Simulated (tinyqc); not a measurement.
Floating body of a partially depleted SOI transistor: body voltage and kink: two steps of the calculation.

Source at 0 V. Channel current Ic = 2 nf K Vt^2 [F(0) - F(Vd)](1 + la Vd), F(V) = ln^2(1 + exp((Vg - VT - nf V)/(2 nf Vt))), VT = VT0 - gb Vb. Saturation voltage Vs = 2 Vt sqrt(F(0)) + 3 Vt, excess Ve = (Vd - Vs + sqrt((Vd - Vs)^2 + 0.0004 V^2))/2, multiplication M1 = Ai Ve exp(-Bl/Ve). Each junction passes D(v) = J1 (exp(v/Vt) - 1) + J2 (exp(v/(2 Vt)) - 1). Bipolar current Ib = bb J1 (exp(Vb/Vt) - 1). The body settles where M1 (Ic + Ib) = D(Vb) + D(Vb - Vd) + Vb/Rb; drain current Id = (1 + M1)(Ic + Ib) - D(Vb - Vd).

Values chosen for this exercise; values of the order met in partially depleted silicon-on-insulator transistors: temperature T = 358 K; threshold at zero body voltage VT0 = 0.54 V; fall of the threshold per volt of body voltage gb = 0.21; slope factor nf = 1.38; gain factor per width K = 430 uA/(V^2 um); channel-length modulation factor la = 0.07 1/V; impact-ionisation prefactor Ai = 3.61 1/V; impact-ionisation voltage Bl = 4.9 V; diffusion saturation current of each junction J1 = 2.4e-11 uA/um; recombination saturation current of each junction J2 = 3.9e-8 uA/um; gain of the lateral bipolar transistor on the diffusion current bb = 0; resistance of a weak body tie to the source (1e9 stands for no tie, and the term is then dropped) Rb = 1e5 kohm um; gate voltage Vg = 0.85 V; drain voltage Vd = 2.3 V.

Constants: q = 1.602176634e-19 C, kB = 1.380649e-23 J/K, Vt = kB T/q. Results are converted to the units shown.

Problem 1. New Vb. Current into the body I_in = M1 (Ic + Ib) - D(Vb - Vd), current out I_out = D(Vb) + Vb/Rb; f = ln(I_in/I_out), s = df/dVb by central differences over 1e-5 V, Vb(new) = Vb - f/s.

Vb at the start = 0.95 V

Give: Ic; Ve; M1; I_in; I_out; f; s; Vb after iteration 1.

Solution 1.

Ic = 46.99 uA/um
Ve = 1.838 V
M1 = 0.4615
I_in = 21.69 uA/um
I_out = 567.6 uA/um
f = -3.265
s = -31.89 1/V
Vb after iteration 1 = 0.8476 V

Problem 2. Drain current with floating and with grounded body. Id and VT at the converged Vb, Id at Vb = 0, their ratio, and the bipolar share Ib/(Ic + Ib).

converged Vb = 0.84752254 V

Wanted: VT; Id, floating; Id, grounded; ratio; bipolar share.

Solution 2.

VT = 0.36202 V
Id, floating = 63.643 uA/um
Id, grounded = 28.263 uA/um
ratio = 2.2518
bipolar share = 0.0000 %

The body rises to 0.848 V and lowers the threshold by 178 mV.

Range of the model: The multiplication law is an empirical form chosen for the exercise; self-heating and capacitive coupling to the body are left out, and the linear laws are rough once Vb passes about 0.7 V or M1 about 0.1.

tinyqc, about 0.2 s, one thread, Intel Xeon 2.30GHz (shared host): `OMP_NUM_THREADS=1 python tinyqc.py 2182240 2182241 out.jsonl`
